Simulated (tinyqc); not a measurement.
Order-disorder in a binary alloy on two sublattices: Bragg-Williams and pair (quasi-chemical) approximations: one step, computed by the program tinyqc.

All z = 4 neighbours of a site lie on the other sublattice. B fills the sublattices with x + eta/2 and x - eta/2; energies are per site, from the pure components: u = -z w y with y the probability of an A-B bond taken in one order.

Question. Critical temperatures. Bragg-Williams: k_B T_c = 2 z w x (1 - x). Pair approximation at x = 1/2: k_B T_c = w/ln(z/(z - 2)).

Inputs (values chosen for the exercise, for a model alloy): ordering energy w = (e_AA + e_BB)/2 - e_AB = 27.3 meV; fraction x of B = 0.5.

Lattice: square (z = 4).

Constants: k_B = 8.617333262e-05 eV/K.

Give: T_c, Bragg-Williams; T_c, pair approximation at x = 1/2.

Answer.

T_c, Bragg-Williams = 633.6 K

T_c, pair approximation at x = 1/2 = 457.1 K

At x = 1/2 the pair value is 0.721 of the Bragg-Williams one; the ratio tends to 1 as z grows.
